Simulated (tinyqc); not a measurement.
What moves the results: defect, radiative and Auger recombination at equal electron and hole densities (ABC model). A value that a table varies takes the place of the one given here.

J/(e d) = Ae n + B n^2 + C n^3 with Ae = A + 4 S/w (four side walls, carriers spread evenly), e = 1.602176634e-19 C, lengths in cm; internal efficiency IQE = B n^2/(Ae n + B n^2 + C n^3); all injected carriers recombine in the layer.

Parameters, chosen for this exercise (orders of magnitude like those quoted for Ge; not measured data):
```
symbol  value    unit        meaning
A       49000    1/s         defect rate
B       4.3e-14  cm^3/s      radiative coefficient
C       1.3e-31  cm^6/s      Auger coefficient
S       0        cm/s        recombination velocity of the side walls
w       7.9      micrometre  side of the square mesa
d       560      nm          active thickness
S2      47       cm/s        recombination velocity of the side walls in this comparison
J       0.043    A/cm^2      current density
```

## Efficiency against current

The slope is d ln(B n^2)/d ln J = 2 (Ae + B n + C n^2)/(Ae + 2 B n + 3 C n^2).

Results:
```
J (A/cm^2)  n (1/cm^3)      IQE  slope  differential lifetime (ns)
0.00070       1.59e+15  0.00139  1.997                    2.04e+04
0.0030        6.78e+15  0.00592  1.988                    2.02e+04
0.010         2.23e+16   0.0192  1.957                    1.96e+04
0.040         8.34e+16   0.0670  1.817                    1.70e+04
0.20          3.02e+17    0.176  1.336                    9.05e+03
0.70          6.21e+17    0.212  0.996                    3.96e+03
3.0           1.18e+18    0.180  0.809                    1.43e+03
10            1.88e+18    0.137  0.741                         627
40            3.10e+18   0.0930  0.705                         245
2.0e+02       5.43e+18   0.0568  0.685                        83.4
```

IQE peaks at 0.212 for J = 0.685 A/cm^2, where the slope passes 1. It is 0.00139 at the lowest current and 0.0568 at the highest, a droop of 73 %. The slope runs from 2.00 to 0.69; its limits are 2 (defects alone), 1 (radiation alone) and 2/3 (Auger alone).

## Shrinking the mesa

S = S2; w takes the values listed.

Results:
```
w (micrometre)  Ae (1/s)  IQE_max  J at the peak (A/cm^2)  IQE at J
200             5.84e+04    0.198                   0.876    0.0528
100             6.78e+04    0.186                    1.08    0.0406
50              8.66e+04    0.168                    1.53    0.0259
20              1.43e+05    0.136                    3.12   0.00986
10              2.37e+05    0.109                    6.45   0.00364
5               4.25e+05   0.0838                    15.1   0.00114
2               9.89e+05   0.0566                    51.9  0.000211
1               1.93e+06   0.0412                     139  5.54e-05
```

The walls equal the bulk defect rate at w = 4 S/A = 38.4 micrometre. From 200 to 1 micrometre the peak efficiency falls from 0.198 to 0.0412 and moves to a current 159 times higher; at the fixed J the efficiency goes from 0.0528 to 5.54e-05. For large w diffusion to the walls, left out here, would limit the loss.

## Spreading the carriers over a thicker layer

d is multiplied by the factor listed, at the same J.

Results:
```
factor  n (1/cm^3)  defect  radiative     Auger
0.10      4.81e+17   0.491      0.207     0.301
0.20      3.17e+17   0.648      0.180     0.172
0.50      1.62e+17   0.826      0.117    0.0572
1.0       8.90e+16   0.910     0.0711    0.0191
2.0       4.67e+16   0.955     0.0392   0.00553
5.0       1.92e+16   0.982     0.0166  0.000963
10        9.70e+15   0.991    0.00843  0.000247
20        4.87e+15   0.996    0.00425  6.26e-05
```

The best factor listed is 0.1 (IQE 0.2073); the optimum factor equals J/J_peak = 0.0628, a layer of 35.1 nm, since only J/d matters and the peak value 0.212 does not depend on d. A thicker layer trades Auger loss (0.301 to 6.26e-05) for defect loss (0.491 to 0.996).

## What moves the efficiency

IQE_max = Q/(Q + 2) with Q = B/sqrt(Ae C), reached at n = sqrt(Ae/C). Each row changes one parameter from the base and keeps the others.

Results:
```
case                 n (1/cm^3)      IQE  IQE_max  J at the peak (A/cm^2)
base                  8.899e+16  0.07105   0.2122                   0.685
A = 98000 1/s         4.776e+16  0.02046   0.1600                    1.82
B = 6.45e-14 cm^3/s   8.630e+16   0.1002   0.2878                   0.758
C = 2.6e-31 cm^6/s    8.753e+16  0.06874   0.1600                   0.454
d = 1120 nm           4.672e+16  0.03917   0.2122                    1.37
J = 0.129 A/cm^2      2.215e+17   0.1468   0.2122                   0.685
```

The largest shifts from the base row, up to three for each result and ties (the steps differ in size, so this ranks the rows, not the parameters). n (1/cm^3): J +1.33e+17, d -4.23e+16, A -4.12e+16. IQE: J +0.0757, A -0.0506, d -0.0319. IQE_max: B +0.0756, A -0.0522, C -0.0522; unchanged at the printed digits by d and J. J at the peak (A/cm^2): A +1.13, d +0.685, C -0.231; unchanged at the printed digits by J.

Program tinyqc; command `OMP_NUM_THREADS=1 python tinyqc.py 1681731 1681732 out.jsonl`; about 0.01 s on one thread of a shared Intel(R) Xeon(R) Processor @ 2.30GHz.
